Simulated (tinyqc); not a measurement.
Precursor delivery by bubblers, mass-transport growth and the solid composition of a III-V alloy: one step, computed by the program tinyqc. Command: `OMP_NUM_THREADS=1 python tinyqc.py 3022853 3022854 out.jsonl movpe_thermo walk`. One thread of a shared host (Intel(R) Xeon(R) Processor @ 2.30GHz), about 0.02 s of CPU time with the checks.

1 sccm = 44.615 micromol/min; 1 torr = 133.322 Pa. The sources decompose fully at the surface.

Problem. Bubblers. log10 p_v = a - b/T_bath; molar flow = F x 44.615 x p_v/(p_b - p_v) for a saturated bubbler.

Inputs (values chosen for the exercise, modelled on trimethylgallium (source 1) and trimethylindium (source 2) for the vapour pressures):

| quantity | value | unit |
|---|---|---|
| bath temperature T1 | 279 | K |
| bath temperature T2 | 294 | K |
| bubbler pressure p_b | 1000 | torr |
| carrier flow F1 | 3.9 | sccm |
| carrier flow F2 | 220 | sccm |

constants a, b of source 1 (log10 torr, K): 8.075  1703

constants a, b of source 2 (log10 torr, K): 10.51  3014

Give: vapour pressure 1; molar flow 1; vapour pressure 2; molar flow 2.

Solution.

vapour pressure 1 = 93.55 torr

molar flow 1 = 17.96 micromol/min

vapour pressure 2 = 1.813 torr

molar flow 2 = 17.82 micromol/min

One kelvin of bath error changes flow 1 by 5.6 % and flow 2 by 8.0 %.
